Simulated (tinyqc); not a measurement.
From one set of inputs to another, one input at a time: chemical vapour deposition: Grove model, boundary layer, depletion and step coverage. Computed by tinyqc, a small Python program. Command: `OMP_NUM_THREADS=1 python tinyqc.py 3029154 3029155 out.jsonl cvd ladder`. One thread of a shared host (Intel(R) Xeon(R) Processor @ 2.30GHz), about 0.01 s of CPU time with the checks.

A precursor diffuses to the surface and reacts there at first order; each molecule that reacts adds one formula unit of film.

The inputs printed are set A. Set A is close to those used for polysilicon from silane; the values taken over come from a set close to those used for silicon dioxide from an alkoxysilane. Inputs not listed in the table keep their values of set A, so the rows need not describe a real material.

Inputs (values chosen for the exercise, close to those used for polysilicon from silane): prefactor k0 of k_s = 6.9e+08 cm/s; activation energy E = 1.64 eV; temperature T = 650 C; total pressure p = 1.4 torr; mole fraction of the precursor Y = 0.094; gas diffusivity D0 at 273.15 K and 760 torr = 0.21 cm^2/s; film density N = 5e+22 formula units/cm^3; precursor mass M = 32 u; trench width w = 0.4 um; aspect ratio of the trench = 64; wafer radius R = 15 cm; wafer spacing s = 0.32 cm.

Reactor: wafer stack, low pressure.

Constants: k_B = 1.380649e-23 J/K; u = 1.6605390666e-27 kg; k_B = 8.617333262e-05 eV/K.

Method:
- k_s = k0 exp(-E/(k_B T)); C_g = Y p/(k_B T), 1 torr = 133.322 Pa; D = D0 (T/273.15)^1.75 (760/p).
- Temperatures in kelvin are T(C) + 273.15.
- Mean speed c = sqrt(8 k_B T/(pi M)); reactive sticking probability beta = 4 k_s/c.
- Between two wafers the gas diffuses inward and reacts on both faces: (D/r) d/dr (r dC/dr) = 2 k_s C/s, so C(r)/C_g = I0(phi r/R)/I0(phi) with phi^2 = 2 k_s R^2/(s D); G(r) = k_s C(r)/N, 1 cm/s = 6e8 nm/min; the mean over the wafer is eta = 2 I1(phi)/(phi I0(phi)).
- In a long trench of width w and depth l = aspect ratio x w: Knudsen diffusivity D_K = (2w) c/3 (hydraulic diameter 2w), combined as 1/D_e = 1/D_K + 1/D; D_e d2C/dz2 = 2 k_s C/w with D_e dC/dz = -k_s C at the floor. With m = sqrt(2 k_s/(w D_e)): C(floor)/C(top) = 1/[cosh(m l) + (k_s/(D_e m)) sinh(m l)].

Each row keeps all changes above it:
```
input moved                                                         from               to  growth rate G at the edge (nm/min)  modulus m l  Thiele modulus phi
set A                                                                  -                -                               12.69       0.3479               1.061
wafer spacing s (cm)                                                0.32             0.87                               12.69       0.3479               0.643
prefactor k0 of k_s (cm/s) and activation energy E (eV)  690000000, 1.64  560000000, 1.97                                0.16       0.0394               0.073
aspect ratio of the trench                                            64              5.7                                0.16       0.0035               0.073
temperature T (C)                                                    650              780                                3.03       0.0156               0.299
trench width w (um)                                                  0.4            0.059                                3.03       0.0156               0.299
total pressure p (torr)                                              1.4             0.43                                0.93       0.0156               0.166
```

Where does the difference come from?

Growth rate G at the edge goes from 12.7 to 0.931, a factor 0.0734 in all. The largest single move comes from prefactor k0 of k_s with activation energy E (a factor 0.0128), and temperature T works against it (a factor 18.6). Modulus m l goes from 0.348 to 0.0156, a factor 0.0449 in all. The largest single move comes from aspect ratio of the trench (a factor 0.0891), and temperature T works against it (a factor 4.46). Thiele modulus phi goes from 1.06 to 0.166, a factor 0.156 in all. The largest single move comes from prefactor k0 of k_s with activation energy E (a factor 0.113), and temperature T works against it (a factor 4.11). The single moves hold for this order of the switches; the total does not depend on the order.

Caution (all rows): the hydraulic-diameter form of D_K is rough for a slit.

Extremes, crossings and ranges named in words are read from the listed rows.
